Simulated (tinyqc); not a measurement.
# On-chip interconnect, size-dependent resistivity and RC delay: delay against the aspect ratio

A rectangular line between two neighbours and two ground planes. Surface and grain-boundary scattering are added to the bulk resistivity as corrections; capacitances are parallel-plate values without fringing; inductance is ignored.

Metal width x = wd - 2 tl, height y = AR wd - tl; grain boundaries (Mayadas-Shatzkes): al = (lam/(gr x)) Rg/(1 - Rg), g = 1/[1 - 3 al/2 + 3 al^2 - 3 al^3 ln(1 + 1/al)] - 1; surfaces (Fuchs-Sondheimer, thick limit): s = (3/8) lam (1 - ps)(1/x + 1/y); rho = rho0 (1 + g + s); r = rho/(x y); c = eps0 ek (2 wd/hd + 2 Mf AR wd/sp). Elmore delay tE = Rd (c Lw + Cl) + r Lw (c Lw/2 + Cl); t50 is the time at which the far end of a ladder of 30 pi sections (half capacitances at both ends, Cl at the far end, a step applied through Rd) reaches half the step; line share r Lw/(Rd + r Lw); estimate 0.69 Rd (c Lw + Cl) + 0.38 r c Lw^2 + 0.69 r Lw Cl.

Parameters, values chosen for the exercise; metal values close to those of copper: bulk resistivity rho0 = 1.72 uohm cm; bulk mean free path lam = 40.2 nm; specular share of surface scattering ps = 0.4; reflection coefficient of grain boundaries Rg = 0.4; grain size over the metal width gr = 1.5; drawn line width wd = 24 nm; liner on both walls and the bottom, not conducting tl = 2.7 nm; space to the neighbouring lines sp = 24 nm; dielectric height to the planes above and below hd = 36 nm; relative permittivity of the dielectric ek = 3; Miller factor of the neighbours Mf = 1; line length Lw = 230 um; driver resistance Rd = 410 ohm; load capacitance Cl = 0.075 fF.

Constants: eps0 = 8.8541878128e-12 F/m. Results are converted to the units shown.

Result of one run:

| rho (uohm cm) | r (ohm/um) | c (fF/um) | tE (ps) | t50 (ps) | estimate (ps) | line share of the resistance (%) |
|---|---|---|---|---|---|---|
| 5.271 | 79.37 | 0.1204 | 265.6 | 201.1 | 200.9 | 97.80 |

Which aspect ratio, height over width AR gave this result: 1.2, 1.6, 2, 2.4 or 3.6?

AR = 1.6.

The whole series:

| AR | rho (uohm cm) | r (ohm/um) | c (fF/um) | tE (ps) | t50 (ps) | estimate (ps) | line share of the resistance (%) |
|---|---|---|---|---|---|---|---|
| 0.8 | 5.778 | 188.3 | 0.07792 | 398.6 | 301.9 | 302.2 | 99.06 |
| 1.2 | 5.431 | 111.9 | 0.09917 | 304.7 | 230.8 | 230.8 | 98.43 |
| 1.6 | 5.271 | 79.37 | 0.1204 | 265.6 | 201.1 | 200.9 | 97.80 |
| 2 | 5.178 | 61.46 | 0.1417 | 244.7 | 185.3 | 185.0 | 97.18 |
| 2.4 | 5.118 | 50.12 | 0.1629 | 232.2 | 175.9 | 175.4 | 96.57 |
| 2.8 | 5.076 | 42.31 | 0.1842 | 224.2 | 169.8 | 169.1 | 95.96 |
| 3.2 | 5.045 | 36.60 | 0.2054 | 218.9 | 165.7 | 165.0 | 95.36 |
| 3.6 | 5.021 | 32.25 | 0.2267 | 215.3 | 163.0 | 162.1 | 94.76 |
| 4 | 5.002 | 28.82 | 0.2479 | 212.9 | 161.1 | 160.1 | 94.18 |

As AR goes from 0.8 to 4, r falls from 188 to 28.8 ohm/um, c rises from 0.0779 to 0.248 fF/um and t50 falls from 302 to 161 ps. t50/tE stays at 0.757, and the estimate is within 0.60 % of t50.

Range of the model: The metal width is under the mean free path, where the thick-limit surface term and the simple sum of corrections lose accuracy.

Program tinyqc, `OMP_NUM_THREADS=1 python tinyqc.py 2100111 2100112 out.jsonl`; Intel Xeon 2.30GHz, shared host, one thread, about 0.01 s.
